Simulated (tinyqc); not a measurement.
# Junction field-effect transistor with two gates, gradual channel with velocity saturation: effect of the gate voltage on saturation

A uniformly doped n-type channel, depleted from both sides by p+ gates; at channel potential V the depleted share of a is u = sqrt((Vbi - Vg + V)/Vp), s at the source. Electrons drift with v = mu E/(1 + mu E/vsat). Abrupt depletion edge, no series resistance, source at 0.

ni = sqrt(Nc Nv) exp(-Eg/(2 Vt)), Eg in volts; Vbi = Vt ln(Na Nd/ni^2); Vp = q Nd a^2/(2 eps0 eps_r); G0 = 2 q mu Nd a W/L; Z = mu Vp/(vsat L); s = sqrt((Vbi - Vg)/Vp). I = (G0 Vp/3) F/(1 + Z (u^2 - s^2)), F = 3 (u^2 - s^2) - 2 (u^3 - s^3), with u at V = Vd; Z = 0 gives constant mobility, for which u stops at 1. The current peaks at u = um, the root of (1 - u)(1 + Z (u^2 - s^2)) = Z F/3; beyond Vdsat = Vp (um^2 - s^2) it is held at that value. gm = G0 (um - s)/(1 + Z (um^2 - s^2)).

Parameters, values chosen for the exercise; material values close to those of gallium arsenide: temperature T = 400 K; relative permittivity of the semiconductor eps_r = 13.1; conduction-band density of states at T Nc = 6.82e17 cm^-3; band gap Eg = 1.4 eV; valence-band density of states at T Nv = 1.36e19 cm^-3; donor density of the channel Nd = 3.1e16 cm^-3; half the channel thickness a = 440 nm; low-field mobility at this doping mu = 5500 cm^2/(V s); saturation velocity vsat = 8.9e6 cm/s; gate length L = 10 um; gate width W = 50 um; acceptor density of the gates Na = 1.3e18 cm^-3.

Constants: q = 1.602176634e-19 C, kB = 1.380649e-23 J/K, Vt = kB T/q, eps0 = 8.8541878128e-14 F/cm where lengths are in cm. Results are converted to the units shown.

The same in every row: Z = 2.562.

Results:

| Vg (V) | um | Vdsat (V) | Isat (mA) | Isat for Z = 0 (mA) | gm (mS) |
|---|---|---|---|---|---|
| -2.5 | 0.9943 | 0.3857 | 0.1102 | 0.1381 | 0.4653 |
| -2.08 | 0.9810 | 0.6965 | 0.3696 | 0.5465 | 0.7541 |
| -1.67 | 0.9627 | 0.9593 | 0.7249 | 1.222 | 0.9720 |
| -0.83 | 0.9124 | 1.408 | 1.704 | 3.546 | 1.352 |
| -0.42 | 0.8819 | 1.592 | 2.296 | 5.194 | 1.541 |
| 0 | 0.8464 | 1.757 | 2.988 | 7.288 | 1.761 |

Estimate the missing row, Vg = -1.25 V.

Computed row:

| Vg (V) | um | Vdsat (V) | Isat (mA) | Isat for Z = 0 (mA) | gm (mS) |
|---|---|---|---|---|---|
| -1.25 | 0.9396 | 1.197 | 1.175 | 2.218 | 1.166 |

With this row back in the table: As Vg goes from -2.5 to 0 V, Vdsat rises from 0.386 to 1.76 V, Isat rises from 0.110 to 2.99 mA and gm rises from 0.465 to 1.76 mS. Isat is 0.798 of the constant-mobility value in the first row and 0.410 in the last. For Vg = -2.5 to -2.08 V the open channel at the source, (1 - s) a, is under two Debye lengths, so the abrupt edge is rough.

Program tinyqc, `OMP_NUM_THREADS=1 python tinyqc.py 2500153 2500154 out.jsonl`; Intel Xeon 2.30GHz, shared host, one thread, about 0.1 s.
